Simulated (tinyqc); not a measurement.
Worked calculation: spin coating of a resist or spin-on film: centrifugal thinning, evaporation and the final thickness (Emslie and Meyerhofer models). Computed by tinyqc, a small Python program that keeps every step. Command: `OMP_NUM_THREADS=1 python tinyqc.py 3112988 3112989 out.jsonl spincoat walk`. One thread of a shared host (Intel(R) Xeon(R) Processor @ 2.30GHz), about 0.07 s of CPU time with the checks. Intermediate numbers are printed to about 6 digits and carried at full precision; extremes and crossings named in words are read from the listed rows.

A Newtonian film stays uniform over the wafer; solvent and solids have the same density and the concentration is uniform through the thickness.

Inputs (values chosen for the exercise, of the order of those of a polymer resist in an ester solvent):
```
quantity                                 value          unit
solids volume fraction c0                 0.12             -
kinematic viscosity of the solvent nu_s    2.3        mm^2/s
viscosity constant k                      2100        mm^2/s
viscosity exponent gamma                   3.3             -
spin speed f                              1000           rpm
evaporation rate at 1000 rpm e0            0.4  micrometre/s
starting thickness h0                      200    micrometre
time t                                     2.9             s
wafer radius R                              50            mm
shrinkage in the bake                      6.4             %
```

## Rates

omega = 2 pi f/60; nu(c) = nu_s + k c^gamma; evaporation rate e = e0 sqrt(f/1000 rpm). Flow constant K = 2 omega^2/(3 nu(c0)); Reynolds number of the air omega R^2/nu_air with nu_air = 15 mm^2/s.

omega = 104.720 1/s

nu(c0) = 4.22096 mm^2/s

evaporation rate e = 0.4 micrometre/s

flow constant K = 0.00173203 1/(micrometre^2 s)

Reynolds number of the air = 17453.3

## Thinning without evaporation

dh/dt = -K h^3 gives h = h0/sqrt(1 + 2 K h0^2 t); for long times h = 1/sqrt(2 K t).

h(t) without evaporation = 9.96480 micrometre

long-time form = 9.97719 micrometre

time 1/(2 K h0^2) = 0.00721697 s

The long-time form is within 0.12 %: the starting thickness is forgotten.

## The two-stage estimate

Meyerhofer estimate: flow rules until (1 - c0) K h^3 = e, then evaporation alone: h_w = (e/((1 - c0) K))^(1/3), dry film c0 h_w.

wet thickness h_w = 6.40237 micrometre

dry film, estimate = 768.284 nm

drying time (1 - c0) h_w/e = 14.0852 s

## First explicit step of the full model

Solids s and liquid l per area start at s = c0 h0, l = (1 - c0) h0. With h = h0 and c = c0: Q = K h^3, K = 2 omega^2/(3 nu); one Euler step of length dt = 0.01 h0/Q for s and l, ds/dt = -c Q, dl/dt = -(1 - c) Q - e.

Q = 13856.2 micrometre/s

dt = 1.44339e-04 s

s = 23.76 micrometre

l = 174.240 micrometre

Q/e at the start = 34640.6

## The full model

Full model for solids s and liquid l per area, h = s + l, c = s/h: ds/dt = -c Q, dl/dt = -(1 - c) Q - e, Q = 2 omega^2 h^3/(3 nu(c)); integrated adaptively (relative tolerance 1e-9) until l = 0. Dry film = s at l = 0, before the bake; film after the bake = s x (1 - shrinkage).

time to dry = 18.3204 s

dry film = 871.115 nm

film after the bake = 815.364 nm

## Course in time

Times are fractions of the time to dry.

History:
```
fraction    t (s)  h (micrometre)         c  nu (mm^2/s)          Q/e   s (nm)
0.003      0.0550         68.1325  0.120028        4.222  1.36901e+03  8177.81
0.010      0.1832         38.9204  0.120155        4.229  2.54790e+02  4676.50
0.030      0.5496         22.7244  0.120785        4.263  5.03145e+01  2744.76
0.100      1.8320         12.3781  0.124819        4.487  7.72444e+00  1545.03
0.200      3.6641          8.5559  0.134267        5.083  2.25207e+00  1148.78
0.350      6.4121          6.1077  0.156679        6.932  6.00755e-01   956.95
0.500      9.1602          4.6379  0.192789       11.483  1.58789e-01   894.14
0.700     12.8243          3.0760  0.283887       35.231  1.50992e-02   873.25
0.900     16.4883          1.6040  0.543116      282.433  2.67051e-04   871.15
```

Q/e drops below 1 between t = 3.7 and 6.4 s, when c has risen from 0.12 to about 0.157; after that row the solids fall by a further 9 %. The full model gives 1.13 times the two-stage estimate.

## Spin curve

The formulas are those given above.

Dry film against speed:
```
f (rpm)  full model (nm)  estimate (nm)  time to dry (s)
500              1231.91        1086.52          36.6260
1000              871.11         768.28          18.3204
1500              711.27         627.30          12.2152
2000              615.98         543.26           9.1620
3000              502.94         443.57           6.1084
4000              435.56         384.14           4.5815
6000              355.64         313.65           3.0544
```

The full thickness goes as f^-0.500; the estimate as (e/omega^2)^(1/3) = f^(-1/2). The time to dry goes as f^-1.00. A thickness window of 1 % allows a speed error of about 2 %.

Checks made by the program: constant-viscosity run against c0 h0 exp(-int K h^2 dt) (relative difference 9e-06).
